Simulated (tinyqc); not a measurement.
UHF in the 6-311g basis, for HeH+, spin multiplicity 1, step by step (part 2 of 2). Computed by tinyqc, a small Python program that keeps every step (integrals from PySCF). Command: `OMP_NUM_THREADS=1 python tinyqc.py 22950 22951 out.jsonl` (the two numbers bound the seeds that draw the settings). One thread of a shared host (Intel(R) Xeon(R) Processor @ 2.60GHz), about 0.1 s of CPU time with the checks.

Geometry (angstrom):
```
atom       x       y       z
He    0.0000  0.0000  0.0000
H     0.0000  0.0000  1.1980
```

## Iteration 3: building the Fock matrix

D(alpha) after iteration 2, order 1He 1s, 1He 2s, 1He 3s, 2H 1s, 2H 2s, 2H 3s:
```
[[0.0552, 0.1077, 0.0804, 0.0194, 0.0439, -0.0022],
 [0.1077, 0.2101, 0.1568, 0.0379, 0.0857, -0.0044],
 [0.0804, 0.1568, 0.1170, 0.0283, 0.0639, -0.0033],
 [0.0194, 0.0379, 0.0283, 0.0068, 0.0154, -0.0008],
 [0.0439, 0.0857, 0.0639, 0.0154, 0.0349, -0.0018],
 [-0.0022, -0.0044, -0.0033, -0.0008, -0.0018, 0.0001]]
```

D(beta) after iteration 2, order 1He 1s, 1He 2s, 1He 3s, 2H 1s, 2H 2s, 2H 3s:
```
[[0.0784, 0.1527, 0.0856, 0.0072, 0.0113, -0.0061],
 [0.1527, 0.2976, 0.1667, 0.0141, 0.0220, -0.0120],
 [0.0856, 0.1667, 0.0934, 0.0079, 0.0123, -0.0067],
 [0.0072, 0.0141, 0.0079, 0.0007, 0.0010, -0.0006],
 [0.0113, 0.0220, 0.0123, 0.0010, 0.0016, -0.0009],
 [-0.0061, -0.0120, -0.0067, -0.0006, -0.0009, 0.0005]]
```

core Hamiltonian H = T + V (hartree), order 1He 1s, 1He 2s, 1He 3s, 2H 1s, 2H 2s, 2H 3s:
```
[[-0.8909, -2.3259, -1.4546, -0.0675, -0.4265, -0.5227],
 [-2.3259, -2.1144, -1.6948, -0.2501, -0.6486, -0.7477],
 [-1.4546, -1.6948, -1.6421, -0.4810, -0.8615, -0.9706],
 [-0.0675, -0.2501, -0.4810, -0.6902, -1.1356, -0.7387],
 [-0.4265, -0.6486, -0.8615, -1.1356, -1.2970, -1.0698],
 [-0.5227, -0.7477, -0.9706, -0.7387, -1.0698, -1.1112]]
```

nuclear repulsion = 0.883434 hartree

Given earlier and not repeated: Two-electron integrals (ij|kl) in chemists' order.

J_ij = sum D_kl (ij|kl) with D = D(alpha) + D(beta), K_ij = sum D_kl (ik|jl) for each spin; F = H + J - K(s); E = tr D H + tr D J / 2 - 0.5 sum_s tr D(s) K(s) + E_nn.

Coulomb J (hartree), order 1He 1s, 1He 2s, 1He 3s, 2H 1s, 2H 2s, 2H 3s:
```
[[2.7608, 1.7101, 0.8004, 0.0163, 0.2060, 0.2627],
 [1.7101, 2.0269, 1.3406, 0.0963, 0.4215, 0.5095],
 [0.8004, 1.3406, 1.3430, 0.2339, 0.5712, 0.6869],
 [0.0163, 0.0963, 0.2339, 0.9525, 0.6624, 0.3482],
 [0.2060, 0.4215, 0.5712, 0.6624, 0.8936, 0.6741],
 [0.2627, 0.5095, 0.6869, 0.3482, 0.6741, 0.7443]]
```

exchange K(alpha) (hartree), order 1He 1s, 1He 2s, 1He 3s, 2H 1s, 2H 2s, 2H 3s:
```
[[0.8591, 0.8144, 0.5574, 0.1067, 0.2390, 0.2569],
 [0.8144, 0.8907, 0.6570, 0.1462, 0.3022, 0.3179],
 [0.5574, 0.6570, 0.5159, 0.1379, 0.2592, 0.2649],
 [0.1067, 0.1462, 0.1379, 0.1059, 0.1248, 0.0993],
 [0.2390, 0.3022, 0.2592, 0.1248, 0.1826, 0.1615],
 [0.2569, 0.3179, 0.2649, 0.0993, 0.1615, 0.1527]]
```

exchange K(beta) (hartree), order 1He 1s, 1He 2s, 1He 3s, 2H 1s, 2H 2s, 2H 3s:
```
[[1.0840, 0.9840, 0.6335, 0.0645, 0.2149, 0.2555],
 [0.9840, 1.0202, 0.7004, 0.0810, 0.2474, 0.2914],
 [0.6335, 0.7004, 0.5037, 0.0653, 0.1849, 0.2156],
 [0.0645, 0.0810, 0.0653, 0.0230, 0.0377, 0.0348],
 [0.2149, 0.2474, 0.1849, 0.0377, 0.0840, 0.0873],
 [0.2555, 0.2914, 0.2156, 0.0348, 0.0873, 0.0970]]
```

F(alpha) (hartree), order 1He 1s, 1He 2s, 1He 3s, 2H 1s, 2H 2s, 2H 3s:
```
[[1.0108, -1.4302, -1.2116, -0.1580, -0.4595, -0.5170],
 [-1.4302, -0.9782, -1.0112, -0.3000, -0.5293, -0.5561],
 [-1.2116, -1.0112, -0.8149, -0.3849, -0.5495, -0.5486],
 [-0.1580, -0.3000, -0.3849, 0.1565, -0.5980, -0.4898],
 [-0.4595, -0.5293, -0.5495, -0.5980, -0.5859, -0.5571],
 [-0.5170, -0.5561, -0.5486, -0.4898, -0.5571, -0.5196]]
```

F(beta) (hartree), order 1He 1s, 1He 2s, 1He 3s, 2H 1s, 2H 2s, 2H 3s:
```
[[0.7859, -1.5998, -1.2878, -0.1158, -0.4354, -0.5156],
 [-1.5998, -1.1077, -1.0546, -0.2348, -0.4746, -0.5295],
 [-1.2878, -1.0546, -0.8028, -0.3124, -0.4752, -0.4993],
 [-0.1158, -0.2348, -0.3124, 0.2394, -0.5109, -0.4252],
 [-0.4354, -0.4746, -0.4752, -0.5109, -0.4873, -0.4830],
 [-0.5156, -0.5295, -0.4993, -0.4252, -0.4830, -0.4639]]
```

total energy of this density = -2.875268 hartree

## Iteration 3: diagonalisation and new density

X, order 1He 1s, 1He 2s, 1He 3s, 2H 1s, 2H 2s, 2H 3s:
```
[[1.3203, -0.6595, 0.1746, -0.0080, 0.0220, -0.0406],
 [-0.6595, 1.9151, -0.8855, 0.0717, -0.0879, 0.1574],
 [0.1746, -0.8855, 1.7716, -0.0391, -0.0618, -0.4722],
 [-0.0080, 0.0717, -0.0391, 1.3721, -0.7354, 0.1829],
 [0.0220, -0.0879, -0.0618, -0.7354, 2.0663, -0.8795],
 [-0.0406, 0.1574, -0.4722, 0.1829, -0.8795, 1.7196]]
```

Diagonalise F' = X^T F X, C = X C', fill 1 alpha and 1 beta electrons from the bottom; D(s) = C_occ C_occ^T. Each column has its largest component positive (the first on a tie).

F' = X^T F X (alpha) (hartree):
```
[[3.4955, -3.1619, -0.0608, 0.0010, -0.0614, -0.2051],
 [-3.1619, 1.7813, -1.0143, 0.0018, -0.2661, 0.0227],
 [-0.0608, -1.0143, 0.0451, -0.1470, -0.0753, -0.1740],
 [0.0010, 0.0018, -0.1470, 1.0709, -1.0993, 0.0064],
 [-0.0614, -0.2661, -0.0753, -1.0993, 0.4740, -0.3403],
 [-0.2051, 0.0227, -0.1740, 0.0064, -0.3403, -0.1262]]
```

orbital energies (alpha) (hartree): [-1.3427, -0.4253, 0.0212, 0.5604, 1.9482, 5.9788]

coefficients C (alpha), order 1He 1s, 1He 2s, 1He 3s, 2H 1s, 2H 2s, 2H 3s:
```
[[0.2423, -0.1036, -0.0031, -0.1379, -0.0321, -1.4565],
 [0.4691, -0.1858, -0.0017, -1.1955, -0.2210, 1.7866],
 [0.3449, -0.3933, -0.2254, 1.7513, 0.1900, -0.8682],
 [0.0735, 0.2304, -0.1252, 0.1015, -1.5399, 0.0886],
 [0.1614, 0.5648, -1.2277, -0.1800, 1.9207, -0.1481],
 [-0.0118, 0.4462, 1.6566, -0.4603, -0.8910, 0.2528]]
```

F' = X^T F X (beta) (hartree):
```
[[3.3184, -3.2494, -0.0885, 0.0210, -0.0441, -0.2028],
 [-3.2494, 1.7084, -1.0260, 0.0328, -0.2332, 0.0318],
 [-0.0885, -1.0260, 0.0590, -0.1206, -0.0430, -0.1601],
 [0.0210, 0.0328, -0.1206, 1.1215, -1.0643, 0.0221],
 [-0.0441, -0.2332, -0.0430, -1.0643, 0.5182, -0.3207],
 [-0.2028, 0.0318, -0.1601, 0.0221, -0.3207, -0.1162]]
```

orbital energies (beta) (hartree): [-1.4370, -0.4043, 0.0329, 0.5306, 1.9620, 5.9252]

coefficients C (beta), order 1He 1s, 1He 2s, 1He 3s, 2H 1s, 2H 2s, 2H 3s:
```
[[0.2722, -0.0783, -0.0046, -0.1335, -0.0327, -1.4531],
 [0.5271, -0.1432, -0.0047, -1.1600, -0.2126, 1.7987],
 [0.3143, -0.3280, -0.2155, 1.7689, 0.1836, -0.8752],
 [0.0391, 0.2254, -0.1286, 0.0944, -1.5420, 0.0899],
 [0.0757, 0.5354, -1.2617, -0.1773, 1.9125, -0.1497],
 [-0.0195, 0.4989, 1.6408, -0.4743, -0.8842, 0.2550]]
```

D(alpha) after iteration 3, order 1He 1s, 1He 2s, 1He 3s, 2H 1s, 2H 2s, 2H 3s:
```
[[0.0587, 0.1136, 0.0836, 0.0178, 0.0391, -0.0029],
 [0.1136, 0.2200, 0.1618, 0.0345, 0.0757, -0.0056],
 [0.0836, 0.1618, 0.1190, 0.0253, 0.0557, -0.0041],
 [0.0178, 0.0345, 0.0253, 0.0054, 0.0119, -0.0009],
 [0.0391, 0.0757, 0.0557, 0.0119, 0.0260, -0.0019],
 [-0.0029, -0.0056, -0.0041, -0.0009, -0.0019, 0.0001]]
```

D(beta) after iteration 3, order 1He 1s, 1He 2s, 1He 3s, 2H 1s, 2H 2s, 2H 3s:
```
[[0.0741, 0.1435, 0.0855, 0.0106, 0.0206, -0.0053],
 [0.1435, 0.2779, 0.1657, 0.0206, 0.0399, -0.0103],
 [0.0855, 0.1657, 0.0988, 0.0123, 0.0238, -0.0061],
 [0.0106, 0.0206, 0.0123, 0.0015, 0.0030, -0.0008],
 [0.0206, 0.0399, 0.0238, 0.0030, 0.0057, -0.0015],
 [-0.0053, -0.0103, -0.0061, -0.0008, -0.0015, 0.0004]]
```

## Iteration 21 (converged): orbitals

converged F(alpha) (hartree), order 1He 1s, 1He 2s, 1He 3s, 2H 1s, 2H 2s, 2H 3s:
```
[[0.9007, -1.5151, -1.2528, -0.1406, -0.4519, -0.5198],
 [-1.5151, -1.0451, -1.0376, -0.2716, -0.5073, -0.5473],
 [-1.2528, -1.0376, -0.8139, -0.3515, -0.5165, -0.5276],
 [-0.1406, -0.2716, -0.3515, 0.1959, -0.5554, -0.4582],
 [-0.4519, -0.5073, -0.5165, -0.5554, -0.5386, -0.5221],
 [-0.5198, -0.5473, -0.5276, -0.4582, -0.5221, -0.4940]]
```

converged F(beta) (hartree), order 1He 1s, 1He 2s, 1He 3s, 2H 1s, 2H 2s, 2H 3s:
```
[[0.9006, -1.5151, -1.2528, -0.1406, -0.4519, -0.5198],
 [-1.5151, -1.0451, -1.0376, -0.2716, -0.5073, -0.5473],
 [-1.2528, -1.0376, -0.8139, -0.3515, -0.5165, -0.5276],
 [-0.1406, -0.2716, -0.3515, 0.1959, -0.5554, -0.4582],
 [-0.4519, -0.5073, -0.5165, -0.5554, -0.5386, -0.5221],
 [-0.5198, -0.5473, -0.5276, -0.4582, -0.5221, -0.4940]]
```

As before.

F' = X^T F X (alpha) (hartree):
```
[[3.4098, -3.2050, -0.0765, 0.0093, -0.0549, -0.2050],
 [-3.2050, 1.7457, -1.0229, 0.0152, -0.2521, 0.0258],
 [-0.0765, -1.0229, 0.0503, -0.1347, -0.0607, -0.1675],
 [0.0093, 0.0152, -0.1347, 1.0930, -1.0804, 0.0145],
 [-0.0549, -0.2521, -0.0607, -1.0804, 0.4950, -0.3306],
 [-0.2050, 0.0258, -0.1675, 0.0145, -0.3306, -0.1221]]
```

orbital energies (alpha) (hartree): [-1.3894, -0.4161, 0.0258, 0.5469, 1.9514, 5.9532]

coefficients C (alpha), order 1He 1s, 1He 2s, 1He 3s, 2H 1s, 2H 2s, 2H 3s:
```
[[0.2573, -0.0916, -0.0035, -0.1361, -0.0324, -1.4548],
 [0.4979, -0.1650, -0.0017, -1.1785, -0.2172, 1.7926],
 [0.3325, -0.3606, -0.2221, 1.7598, 0.1873, -0.8716],
 [0.0563, 0.2288, -0.1275, 0.0984, -1.5408, 0.0891],
 [0.1188, 0.5528, -1.2433, -0.1799, 1.9173, -0.1487],
 [-0.0163, 0.4712, 1.6496, -0.4652, -0.8884, 0.2538]]
```

F' = X^T F X (beta) (hartree):
```
[[3.4098, -3.2050, -0.0765, 0.0093, -0.0549, -0.2050],
 [-3.2050, 1.7457, -1.0229, 0.0152, -0.2521, 0.0258],
 [-0.0765, -1.0229, 0.0503, -0.1347, -0.0607, -0.1675],
 [0.0093, 0.0152, -0.1347, 1.0930, -1.0804, 0.0145],
 [-0.0549, -0.2521, -0.0607, -1.0804, 0.4950, -0.3306],
 [-0.2050, 0.0258, -0.1675, 0.0145, -0.3306, -0.1221]]
```

orbital energies (beta) (hartree): [-1.3895, -0.4161, 0.0258, 0.5469, 1.9514, 5.9532]

coefficients C (beta), order 1He 1s, 1He 2s, 1He 3s, 2H 1s, 2H 2s, 2H 3s:
```
[[0.2573, -0.0916, -0.0035, -0.1361, -0.0324, -1.4548],
 [0.4979, -0.1650, -0.0017, -1.1785, -0.2172, 1.7926],
 [0.3325, -0.3606, -0.2220, 1.7598, 0.1873, -0.8716],
 [0.0563, 0.2288, -0.1275, 0.0984, -1.5408, 0.0891],
 [0.1188, 0.5528, -1.2433, -0.1799, 1.9173, -0.1487],
 [-0.0163, 0.4712, 1.6495, -0.4652, -0.8884, 0.2538]]
```

D(alpha) after iteration 21, order 1He 1s, 1He 2s, 1He 3s, 2H 1s, 2H 2s, 2H 3s:
```
[[0.0662, 0.1281, 0.0856, 0.0145, 0.0306, -0.0042],
 [0.1281, 0.2479, 0.1656, 0.0280, 0.0592, -0.0081],
 [0.0856, 0.1656, 0.1106, 0.0187, 0.0395, -0.0054],
 [0.0145, 0.0280, 0.0187, 0.0032, 0.0067, -0.0009],
 [0.0306, 0.0592, 0.0395, 0.0067, 0.0141, -0.0019],
 [-0.0042, -0.0081, -0.0054, -0.0009, -0.0019, 0.0003]]
```

D(beta) after iteration 21, order 1He 1s, 1He 2s, 1He 3s, 2H 1s, 2H 2s, 2H 3s:
```
[[0.0662, 0.1281, 0.0856, 0.0145, 0.0306, -0.0042],
 [0.1281, 0.2480, 0.1656, 0.0280, 0.0592, -0.0081],
 [0.0856, 0.1656, 0.1106, 0.0187, 0.0395, -0.0054],
 [0.0145, 0.0280, 0.0187, 0.0032, 0.0067, -0.0009],
 [0.0306, 0.0592, 0.0395, 0.0067, 0.0141, -0.0019],
 [-0.0042, -0.0081, -0.0054, -0.0009, -0.0019, 0.0003]]
```

## Convergence

Stop when the energy changes by less than 1e-09 hartree and every element of the error matrix X^T (F D S - S D F) X (for each spin) is below 9e-06.

Course of the cycle:
```
iteration  E (hartree)     change  largest element of the error matrix
1            -2.638210          -                             2.01e-01
2            -2.848358  -2.10e-01                             6.27e-02
3            -2.875268  -2.69e-02                             2.59e-02
4            -2.881720  -6.45e-03                             1.40e-02
5            -2.884006  -2.29e-03                             9.40e-03
6            -2.884891  -8.86e-04                             6.14e-03
7            -2.885241  -3.50e-04                             3.94e-03
8            -2.885380  -1.39e-04                             2.50e-03
9            -2.885435  -5.51e-05                             1.58e-03
10           -2.885457  -2.19e-05                             9.95e-04
11           -2.885466  -8.68e-06                             6.27e-04
12           -2.885469  -3.45e-06                             3.95e-04
13           -2.885470  -1.37e-06                             2.49e-04
14           -2.885471  -5.44e-07                             1.57e-04
15           -2.885471  -2.16e-07                             9.89e-05
16           -2.885471  -8.59e-08                             6.23e-05
17           -2.885471  -3.41e-08                             3.93e-05
18           -2.885471  -1.36e-08                             2.47e-05
19           -2.885471  -5.38e-09                             1.56e-05
20           -2.885471  -2.14e-09                             9.83e-06
21           -2.885471  -8.49e-10                             6.19e-06
```

PySCF UHF in the same basis, after a stability check = -2.885471 hartree

Converged in 21 iterations.

## Populations, bond orders and dipole

overlap S, order 1He 1s, 1He 2s, 1He 3s, 2H 1s, 2H 2s, 2H 3s:
```
[[1.0000, 0.6805, 0.3286, 0.0075, 0.0855, 0.1088],
 [0.6805, 1.0000, 0.7516, 0.0679, 0.2486, 0.3000],
 [0.3286, 0.7516, 1.0000, 0.2161, 0.4812, 0.6019],
 [0.0075, 0.0679, 0.2161, 1.0000, 0.7064, 0.3737],
 [0.0855, 0.2486, 0.4812, 0.7064, 1.0000, 0.7890],
 [0.1088, 0.3000, 0.6019, 0.3737, 0.7890, 1.0000]]
```

Mulliken: Z minus the diagonal of D S on the atom; Loewdin: the same with S^(1/2) D S^(1/2); Mayer order: 2 sum_s sum (D(s) S)_ij (D(s) S)_ji over the two atoms.

Charges (e):
```
atom  Mulliken  Loewdin  Mulliken spin
1He     0.1190   0.1884      -1.58e-05
2H      0.8810   0.8116       1.58e-05
```

Mayer bond orders:
```
pair   order
2-1   0.2239
```

dipole moment about the origin, x y z (debye): [0.0000, 0.0000, 5.0641]

<S^2> of the determinant (pure state: 0) = 1.04e-09
